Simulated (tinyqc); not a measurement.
Ways to converge the cycle: SCF convergence aids in the sto-3g basis, for H3, spin multiplicity 2. Computed by the program tinyqc with PySCF. UHF with one setting changed at a time; a run stops when the energy changes by less than 1e-09 hartree and the error matrix is below 1e-5. The start is the core Hamiltonian. Damping d keeps d of the old density; a shift (hartree) raises the virtual levels; DIIS n extrapolates F over n matrices.

Geometry (angstrom):
```
atom       x       y       z
H     0.0000  0.0000  0.0000
H     0.0000  0.0000  0.8350
H     0.0000  0.7230  0.4170
```

lowest solution found by these runs and by PySCF with stability checks = -1.243697 hartree

Largest element of the error matrix X^T (FDS - SDF) X:
```
iteration    plain  damping 0.3  damping 0.6  shift 0.4   DIIS 3   DIIS 8
1          7.0e-02      7.0e-02      7.0e-02    7.0e-02  7.0e-02  7.0e-02
2          2.5e-02      3.8e-02      5.2e-02    3.5e-02  2.5e-02  2.5e-02
3          9.7e-03      2.1e-02      3.8e-02    1.8e-02  5.3e-03  5.3e-03
4          4.6e-03      1.2e-02      2.9e-02    9.9e-03  3.1e-03  3.1e-03
5          3.7e-03      7.3e-03      2.2e-02    5.6e-03  2.5e-03  2.5e-03
6          3.3e-03      4.5e-03      1.6e-02    4.0e-03  2.6e-03  2.7e-03
8          3.0e-03      3.5e-03      9.5e-03    3.3e-03  9.2e-04  3.5e-03
10         3.0e-03      3.2e-03      5.7e-03    3.0e-03  1.8e-04  1.0e-06
14         3.2e-03      3.0e-03      3.6e-03    2.9e-03  1.1e-05        -
20         3.4e-03      3.2e-03      3.1e-03    3.1e-03        -        -
30         2.9e-03      3.4e-03      3.2e-03    3.3e-03        -        -
45         1.6e-03      2.8e-03      3.3e-03    3.1e-03        -        -
60         6.8e-04      1.8e-03      3.3e-03    2.4e-03        -        -
```

How each run ends:
```
run          iterations  E (hartree)                                                        state
plain               >60    -1.244111  falls steadily but slowly, by a factor of about 0.94 a step
damping 0.3         >60    -1.243852  falls steadily but slowly, by a factor of about 0.97 a step
damping 0.6         >60    -1.242795               has stopped falling
shift 0.4           >60    -1.243604  falls steadily but slowly, by a factor of about 0.98 a step
DIIS 3               16    -1.240757                                                       higher
DIIS 8               10    -1.240757                                                       higher
```

What does the comparison show, and why?

No run reaches the lowest solution found. Ending on a higher stationary point: DIIS 3, DIIS 8; a small error matrix cannot reveal that, and an occupation fixed by the start is kept by symmetry or by the shape of the basin. Not converged: plain, damping 0.3, damping 0.6, shift 0.4. DIIS 3 and DIIS 8 gain by cancelling the error over several earlier matrices, much as a quasi-Newton step does.
